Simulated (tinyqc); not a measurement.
On-chip interconnect, size-dependent resistivity and RC delay: two steps of the calculation.

A rectangular line between two neighbours and two ground planes. Surface and grain-boundary scattering are added to the bulk resistivity as corrections; capacitances are parallel-plate values without fringing; inductance is ignored.

Inputs (values chosen for the exercise); metal values close to those of tungsten: line length Lw = 28 um; driver resistance Rd = 370 ohm; load capacitance Cl = 1.6 fF; time step dt = 2.9 ps.

Task 1. Ladder and Elmore delays. 7 equal pi sections: series Rs = r Lw/7; node capacitances c Lw/7, halved at nodes 0 and 7, with Cl added to node 7; Rd feeds node 0. Elmore delay of node k: the sum, over the resistors on the path to k, of resistance times all capacitance downstream of it.

r = 267.65150 ohm/um
c = 0.075284657 fF/um

Give: Rs; C; Elmore delay.

Result 1.

Rs = 1071 ohm

| node | C (fF) | Elmore delay (ps) |
|---|---|---|
| 0 | 0.1506 | 1.372 |
| 1 | 0.3011 | 5.181 |
| 2 | 0.3011 | 8.667 |
| 3 | 0.3011 | 11.83 |
| 4 | 0.3011 | 14.67 |
| 5 | 0.3011 | 17.19 |
| 6 | 0.3011 | 19.39 |
| 7 | 1.751 | 21.26 |

The far-end value equals Rd (c Lw + Cl) + r Lw (c Lw/2 + Cl) for any number of pi sections; the line resistance contributes 93.5 % of it.

Task 2. Node voltages after a time step. A 1 V step is applied behind Rd at t = 0. C dv/dt = -G v + b, with G the conductance matrix of the ladder (1/Rs between neighbours, 1/Rd added at node 0) and b = (1 V/Rd, 0, ...). Trapezoidal step: (C/dt + G/2) v(new) = (C/dt - G/2) v + b.

Rs = 1070.6060 ohm

| node | C (fF) | v at t = 0 (V) |
|---|---|---|
| 0 | 0.15056931 | 0 |
| 1 | 0.30113863 | 0 |
| 2 | 0.30113863 | 0 |
| 3 | 0.30113863 | 0 |
| 4 | 0.30113863 | 0 |
| 5 | 0.30113863 | 0 |
| 6 | 0.30113863 | 0 |
| 7 | 1.7505693 | 0 |

Wanted: v at t = 1 dt.

Result 2.

| node | v at t = 1 dt (V) |
|---|---|
| 0 | 1.7129 |
| 1 | 1.0725 |
| 2 | 0.6705 |
| 3 | 0.4177 |
| 4 | 0.2577 |
| 5 | 0.1550 |
| 6 | 0.0868 |
| 7 | 0.0379 |

Node 0 overshoots the 1 V source: the trapezoidal rule rings on modes much faster than dt.

Program tinyqc, `OMP_NUM_THREADS=1 python tinyqc.py 2100172 2100173 out.jsonl`; Intel Xeon 2.30GHz, shared host, one thread, about 0.01 s.
